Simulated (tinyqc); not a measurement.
What moves the zone average: special k points of the hexagonal lattice.

Lattice vectors in units of a: a1 = (1, 0), a2 = (-1/2, sqrt(3)/2); reciprocal vectors b_i with a_i . b_j = 2 pi delta_ij. Mesh: k = sum_i f_i b_i with f_i = (2 j_i + shift)/(2 N), j_i = 0 .. N-1. The point group of the lattice has 12 operations; only those that map the mesh onto itself are used.

A_m(k) = sum over the m-th star of lattice vectors R of cos(k . R), stars in order of length: m = 1: |R|^2 = 1, 6 vectors, such as (1, 1) in the basis a_i; m = 2: |R|^2 = 3, 6 vectors, such as (2, 1) in the basis a_i; m = 3: |R|^2 = 4, 6 vectors, such as (2, 2) in the basis a_i; m = 4: |R|^2 = 7, 12 vectors, such as (3, 2) in the basis a_i; m = 5: |R|^2 = 9, 6 vectors, such as (3, 3) in the basis a_i; m = 6: |R|^2 = 12, 6 vectors, such as (4, 2) in the basis a_i. The zone mean of every A_m is zero.

Test function, the lower band of a two-band insulator: E(k) = -sqrt(D^2 + (e0 - t A_1(k))^2).

Parameters, chosen for this exercise:
- D = 1.01 eV (half gap term)
- t = 0.53 eV (coupling)
- e0 = 1.88 eV (offset)
- N = 4 (points along each reciprocal vector)
- shift = 0 (half steps)

Mean of E over the mesh, and its error against the unshifted mesh with N = 96.

Results for these values:

| case | mean (eV) | error (meV) | irreducible points |
|---|---|---|---|
| base | -2.3394 | 11.48 | 4 |

What happens to each result for shift = 1, all else kept?

Answer: mean falls from -2.3394 to -2.3548; error falls from 11.48 to -3.94; irreducible points rises from 4 to 6.

The same for each parameter in turn:

| case | mean (eV) | error (meV) | irreducible points |
|---|---|---|---|
| base | -2.3394 | 11.48 | 4 |
| N = 5 | -2.3427 | 8.16 | 5 |
| shift = 1 | -2.3548 | -3.94 | 6 |
| D = 0.707 eV | -2.1994 | 11.54 | 4 |
| t = 0.689 eV | -2.4960 | 49.85 | 4 |

(tinyqc, `OMP_NUM_THREADS=1 python tinyqc.py 1651046 1651047 out.jsonl`, Intel(R) Xeon(R) Processor @ 2.30GHz, 1 thread, shared host, about 0.08 s.)
